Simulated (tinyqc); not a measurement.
Vacuum evaporation: vapour pressure, source flux, thickness distribution, purity and step coverage: one step, computed by the program tinyqc.

Molecular flow, unit sticking of the metal, no re-evaporation. The background gas is taken as water vapour (18.015 g/mol, collision diameter 0.37 nm) at 300 K.

Question. Rate and uniformity on a fixed wafer above the source. A small source emits (n + 1) Phi area cos^n(phi)/(2 pi) per solid angle; on a parallel plane at height h and lateral distance l the arrival rate is (n + 1) Phi area/(2 pi h^2) x (1 + (l/h)^2)^(-(n + 3)/2). Growth rate = arrival rate x m/rho, m = M u. The wafer is fixed and centred above the source.

Inputs (values chosen for the exercise, modelled on indium, with constants for the liquid):
```
quantity                    value    unit
molar mass M                114.8   g/mol
film density rho             7.31  g/cm^3
source temperature T         1090       K
source area                   0.1    cm^2
directionality n                1       -
source-to-wafer distance h     19      cm
wafer radius R                7.5      cm
```

flux Phi = 9.870821e+16 1/(cm^2 s)

Constants: u = 1.6605390666e-27 kg.

Give: arrival rate at the centre; growth rate at the centre; edge over centre; non-uniformity (max - min)/(max + min); share of the material that lands on the wafer, 1 - (1 + (R/h)^2)^(-(n + 1)/2).

Answer.

arrival rate at the centre = 8.7035e+12 1/(cm^2 s)

growth rate at the centre = 0.0022697 nm/s

edge over centre = 0.74855

non-uniformity (max - min)/(max + min) = 14.380 %

share of the material that lands on the wafer, 1 - (1 + (R/h)^2)^(-(n + 1)/2) = 13.481 %
